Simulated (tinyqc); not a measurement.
Changing the thickness d: permeation of metal atoms or ions through a thin barrier or dielectric: time lag, field-aided drift and lifetime. Computed by tinyqc, a small Python program. Command: `OMP_NUM_THREADS=1 python tinyqc.py 3000343 3000344 out.jsonl barrier sweep`. One thread of a shared host (Intel(R) Xeon(R) Processor @ 2.30GHz), about 0.03 s of CPU time with the checks.

The film 0 < x < d is empty at first; C = C0 at x = 0 and C = 0 at x = d. dC/dt = D d2C/dx2.

Inputs (values chosen for the exercise, for a model case: neutral metal atoms through a barrier):

| quantity | value | unit |
|---|---|---|
| prefactor D0 | 18 | cm^2/s |
| activation energy E | 1.4 | eV |
| concentration at the source side C0 | 4.3e+18 | 1/cm^3 |
| charge number z | 0 | - |
| voltage V (positive drives ions across) | 0 | V |
| critical dose Q_c | 6e+12 | 1/cm^2 |
| test temperature T | 100 | C |
| use temperature T_u | 100 | C |

Constants: k_B = 8.617333262e-05 eV/K.

Method:
- D = D0 exp(-E/(k_B T)); time scale d^2/D; Peclet number P = z V/(k_B T), k_B T in eV; 1 nm = 1e-7 cm.
- Temperatures in kelvin are T(C) + 273.15.
- Steady flux J = (D C0/d) P/(1 - exp(-P)); time lag in units of d^2/D: s_L = [P (1 + exp(-P))/(1 - exp(-P)) - 2]/P^2 (P = 0: J = D C0/d, s_L = 1/6).
- Dose through the film Q(s) = C0 d {f (s - s_L) - 2 exp(P/2) sum_(n=1..200) (-1)^n n^2 pi^2 exp(-l_n s)/l_n^2}, l_n = n^2 pi^2 + P^2/4, f = P/(1 - exp(-P)) the relative flux.
- Solve Q = Q_c for s. At the use temperature D and P take T_u, with the same C0 and V; 1 year = 3.15576e7 s.

One run for each value:

| thickness d (nm) | failure time at T (s) | time lag (s) | s at the critical dose | steady flux J (1/(cm^2 s)) |
|---|---|---|---|---|
| 1.0 | 6.3536e+04 | 7.4995e+02 | 14.120 | 9.5562e+07 |
| 1.6 | 1.0238e+05 | 1.9199e+03 | 8.888 | 5.9727e+07 |
| 2.4 | 1.5501e+05 | 4.3197e+03 | 5.981 | 3.9818e+07 |
| 3.7 | 2.4258e+05 | 1.0267e+04 | 3.938 | 2.5828e+07 |
| 5.6 | 3.7512e+05 | 2.3518e+04 | 2.658 | 1.7065e+07 |
| 8.5 | 5.8787e+05 | 5.4184e+04 | 1.808 | 1.1243e+07 |
| 13.0 | 9.4296e+05 | 1.2674e+05 | 1.240 | 7.3510e+06 |
| 20.0 | 1.5556e+06 | 2.9998e+05 | 0.864 | 4.7781e+06 |
| 31.0 | 2.6651e+06 | 7.2070e+05 | 0.616 | 3.0827e+06 |

Describe and explain the trends.

Over the rows, failure time at T (s) rises from 63500 to 2.67e6 (exponent d ln y / d ln x 1.0 between the first rows and 1.2 between the last); time lag (s) rises from 750 to 721000 (exponent d ln y / d ln x about 2.0 throughout); s at the critical dose falls from 14.1 to 0.616 (exponent d ln y / d ln x -0.98 between the first rows and -0.77 between the last). At the low end the exponent of failure time at T is 1.02, close to 1: steady flow: J scales as 1/d. The exponent of time lag stays at 2: the lag scales as d^2/D, with P independent of d.

Caution (all rows): a prefactor D0 above about 10 cm^2/s is far larger than atomic jumps allow; it only sets the time scale of the exercise. Caution (rows 1.00): a film of a few atomic layers is beyond a continuum description. Caution (all rows): grain boundaries, pinholes, trapping and space charge are left out; thin real barriers usually fail at defects.
